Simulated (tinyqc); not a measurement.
MOSFET in saturation, small-signal circuit and noise: one step of the calculation.

Bias by the inversion coefficient IC = I/Ispec (charge-based model with velocity saturation; weak inversion below 0.1, strong above 10). Common-source circuit: gm, gds, Cgs, Cgd and Cj at the inner nodes, Rg in series with the gate; quasi-static, no source or drain resistance, no gate-body capacitance, no substrate network, no induced gate noise, so fmax is an upper estimate.

Problem. Noise at the gate. Channel noise Sid = 4 kB T gam n gm with gam = (1/2 + (2/3) qs)/(1 + qs) + gw lc IC, qs = [sqrt(1 + 4 IC) - 1]/2, lc = Ls/L (the last term an empirical rise with velocity saturation); at the gate, white noise Sw = Sid/gm^2 + 4 kB T Rg. Number fluctuation with correlated mobility: S(f) = K/f, K = q^2 Vt lt Nt/(W L Cox^2) (1 + ac mu Cox I/gm)^2, Vt in eV with Nt per eV. Corner fc = K/Sw. Full shot noise would be 2 q I.

Inputs (values chosen for the exercise): temperature T = 250 K; gate length L = 130 nm; total gate width W = 40 um; gate capacitance Cox = 0.94 uF/cm^2; mobility mu = 130 cm^2/(V s); slope factor n = 1.29; velocity-saturation length Ls = 25 nm; inversion coefficient IC = 3.1; short-channel excess of the noise factor gw = 0.09; oxide trap density Nt = 2.3e17 cm^-3 eV^-1; tunnelling length into the oxide lt = 0.1 nm; Coulomb scattering coefficient ac = 3000 V s/C.

Constants: q = 1.602176634e-19 C, kB = 1.380649e-23 J/K, Vt = kB T/q. Results are converted to the units shown.

I = 139.57095 uA
gm = 2.0128090 mS
Rg = 2.5200321 ohm

Find: gam; Sid; Sid/(2 q I); sqrt(Sw); K; fc.

Solution.

gam = 0.64880
Sid = 2.3259e-23 A^2/Hz
Sid/(2 q I) = 0.52006
sqrt(Sw) = 2.4033 nV/Hz^0.5
K = 2.9108e-11 V^2
fc = 5.0397 MHz

The gate resistance gives 0.60 % of the white noise power.

Numbers from tinyqc (`OMP_NUM_THREADS=1 python tinyqc.py 2150011 2150012 out.jsonl`; about 0.01 s on one thread of a shared Intel Xeon 2.30GHz).
